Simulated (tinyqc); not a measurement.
# Changing the fraction x of B

Model: elastic strain and critical thickness of a cubic alloy layer A(1-x)B(x) on a thick substrate. Computed by tinyqc, a small Python program. Command: `OMP_NUM_THREADS=1 python tinyqc.py 3016545 3016546 out.jsonl misfit sweep`. One thread of a shared host (Intel(R) Xeon(R) Processor @ 2.30GHz), about 0.02 s of CPU time with the checks.

Strain is positive in tension. The layer is coherent with the substrate unless said otherwise.

Inputs (values chosen for the exercise, for a model alloy):
```
quantity,value,unit
lattice constant a_A,5.869,angstrom
lattice constant a_B,6.058,angstrom
substrate lattice constant a_S,5.865,angstrom
layer thickness h,35,nm
X-ray wavelength,1.540593,angstrom
start of the iteration h0/b,1000,-
```

Growth plane: (001). Layer: uncapped. Misfit dislocation: edge.

C11, C12, C44 of A (GPa): [98.62, 57.63, 44.29]

C11, C12, C44 of B (GPa): [85.65, 50.53, 36.6]

Method:
- a = (1 - x) a_A + x a_B, the same rule for each C_ij; misfit f = (a_S - a)/a, the in-plane strain of the coherent layer.
- (001): D = 2 C12/C11, M = C11 + C12 - 2 C12^2/C11. The free surface carries no normal stress, so e_perp = -D f; dV/V = 2 f + e_perp; stress = M f; energy per area = M f^2 h (1 GPa nm = 1 J/m^2).
- Reflection 004: d = a_perp/sqrt(16), with a_perp = a (1 + e_perp) for the coherent layer, a for the relaxed layer and a_S for the substrate; sin(theta) = lambda/(2 d).
- Voigt averages: G = (C11 - C12 + 3 C44)/5, B = (C11 + 2 C12)/3, nu = (3 B - 2 G)/(2 (3 B + G)); b = a/sqrt(2). Edge dislocation with b in the interface: cos alpha = 0, cos lambda = 1.
- Matthews-Blakeslee: h_c = A [ln(h_c/b) + 1], A = b (1 - nu cos^2 alpha)/(8 pi |f| (1 + nu) cos lambda), the factor 8 pi being that of an uncapped layer.
- Start at h0, put the right side back in, and stop when the change is below 1e-9 h or h turns negative.

One run for each value:
```
fraction x of B,misfit f,in-plane stress (GPa),critical thickness h_c (Matthews-Blakeslee) (nm),peak separation of the coherent layer (arcsec),biaxial modulus M (GPa)
0.04,-0.00197,-0.174,35.48,-542,88.40
0.13,-0.00485,-0.423,11.42,-1329,87.29
0.32,-0.01087,-0.924,3.80,-2957,84.95
0.41,-0.01370,-1.149,2.70,-3712,83.84
0.50,-0.01652,-1.366,2.01,-4456,82.73
0.59,-0.01931,-1.576,1.54,-5191,81.62
0.68,-0.02210,-1.779,1.21,-5916,80.51
```

Give the missing row, fraction x of B = 0.22.

Computed row; columns: (1) fraction x of B; (2) misfit f; (3) in-plane stress (GPa); (4) critical thickness h_c (Matthews-Blakeslee) (nm); (5) peak separation of the coherent layer (arcsec); (6) biaxial modulus M (GPa):
```
(1)        (2)     (3)   (4)    (5)    (6)
0.22  -0.00771  -0.665  6.16  -2106  86.18
```

Interpolating between the two neighbouring rows (the first column on a logarithmic scale, the others too where they are positive) misses most in misfit f, by 8.5 %. Over the rows, misfit f falls from -0.00197 to -0.0221 (exponent d ln y / d ln x 0.77 between the first rows and 0.95 between the last); in-plane stress (GPa) falls from -0.174 to -1.78 (exponent d ln y / d ln x 0.75 between the first rows and 0.85 between the last); critical thickness h_c (Matthews-Blakeslee) (nm) falls from 35.5 to 1.21 (exponent d ln y / d ln x -0.96 between the first rows and -1.7 between the last). h_c |f| / 1 nm runs from 0.0698 to 0.0266: it would be constant but for the logarithm and the drift of b and nu. Left out: 0.780, 0.870, 0.960 (the Matthews-Blakeslee equation has no root well above b).

Caution (all rows): an edge dislocation with b in the interface cannot reach it by glide, so the force balance is formal for it. Caution (rows 0.410, 0.500, 0.590, 0.680): a critical thickness of a few Burgers vectors is outside continuum elasticity and hangs on the core term. Caution (rows 0.680): above about 2 % misfit, linear elasticity is rough and compressed layers tend to form islands before dislocations.

Extremes, crossings and ranges named in words are read from the listed rows.
